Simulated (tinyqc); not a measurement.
# Cell size and critical density at another thickness

Question. In the cell model of oxide breakdown (cubic cells of edge a, defect density growing as t^al) the Weibull slope is beta = al tox/a, and for small l the critical density is N_bd = a^(-3) (A/a^2)^(-a/tox). Find a from the slope, and then the area A and the slope at 6 nm.

Parameters, values chosen for the exercise: exponent of defect growth al = 0.3.

Weibull slope at a thickness of 3.6 nm = 0.9
N_bd there, small-l form = 4.4346611e18 cm^-3

Answer. a = al tox/beta, and A = a^2 (a^3 N_bd)^(-tox/a).

a = 1.20 nm
A = 3.20 um^2
slope = 1.50

Computed by the program tinyqc: `OMP_NUM_THREADS=1 python tinyqc.py 2070137 2070138 out.jsonl`, one thread of a shared Intel Xeon 2.30GHz, about 0.01 s for the whole run.
